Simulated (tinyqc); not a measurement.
Band offset of a heterojunction with an interface dipole (two-band chains, self-consistent charge): one step. The line-up. Four cases, with inputs chosen for the exercise.

Question. Ev(right) - Ev(left) = D - (G2 - G1)/2 and Ec(right) - Ec(left) = D + (G2 - G1)/2, for D0, for the self-consistent D and for D = 0. Type I: the offsets have opposite signs; type III: one valence edge lies above the other conduction edge; else type II.

Give: Offsets (eV).

Case 1.

Values chosen (out of a larger set: gaps near those of Si and HfO2; the chains and D0 are free models, so the offsets are not those of the real pair; not measured data): G1 = 1.09 eV (gap on the left); G2 = 5.78 eV (gap on the right); D0 = -1.15 eV (mid-gap of the right side above that of the left, without dipole).

D = -0.784602 eV

Answer.

Offsets (eV):
```
case                            D  valence  conduction                 type
no dipole                  -1.150   -3.495       1.195  type I (straddling)
self-consistent            -0.785   -3.130       1.560  type I (straddling)
neutrality levels aligned   0.000   -2.345       2.345  type I (straddling)
```

Case 2.

Values chosen (out of a larger set: gaps near those of Si and Ge; the chains and D0 are free models, so the offsets are not those of the real pair; not measured data): G1 = 1.08 eV (gap on the left); G2 = 0.73 eV (gap on the right); D0 = -0.45 eV (mid-gap of the right side above that of the left, without dipole).

D = -0.192625 eV

Answer.

Offsets (eV):
```
case                            D  valence  conduction                 type
no dipole                  -0.450   -0.275      -0.625  type II (staggered)
self-consistent            -0.193   -0.018      -0.368  type II (staggered)
neutrality levels aligned   0.000    0.175      -0.175  type I (straddling)
```

Case 3.

Values chosen (out of a larger set: gaps near those of GaAs and AlAs; the chains and D0 are free models, so the offsets are not those of the real pair; not measured data): G1 = 1.38 eV (gap on the left); G2 = 2.19 eV (gap on the right); D0 = -1.02 eV (mid-gap of the right side above that of the left, without dipole).

D = -0.438101 eV

Answer.

Offsets (eV):
```
case                            D  valence  conduction                 type
no dipole                  -1.020   -1.425      -0.615  type II (staggered)
self-consistent            -0.438   -0.843      -0.033  type II (staggered)
neutrality levels aligned   0.000   -0.405       0.405  type I (straddling)
```

Case 4.

Values chosen (out of a larger set: gaps near those of Si and HfO2; the chains and D0 are free models, so the offsets are not those of the real pair; not measured data): G1 = 1.13 eV (gap on the left); G2 = 5.67 eV (gap on the right); D0 = -1.78 eV (mid-gap of the right side above that of the left, without dipole).

D = -1.326764 eV

Answer.

Offsets (eV):
```
case                            D  valence  conduction                 type
no dipole                  -1.780   -4.050       0.490  type I (straddling)
self-consistent            -1.327   -3.597       0.943  type I (straddling)
neutrality levels aligned   0.000   -2.270       2.270  type I (straddling)
```

The dipole shifts both offsets alike and leaves the type.

Computed by tinyqc, one run a case: `OMP_NUM_THREADS=1 python tinyqc.py N N+1 out.jsonl` with N = 1481969, 1482206, 1482217, 1482291; one thread of a shared Intel(R) Xeon(R) Processor @ 2.30GHz, about 0.5 s a run at most.
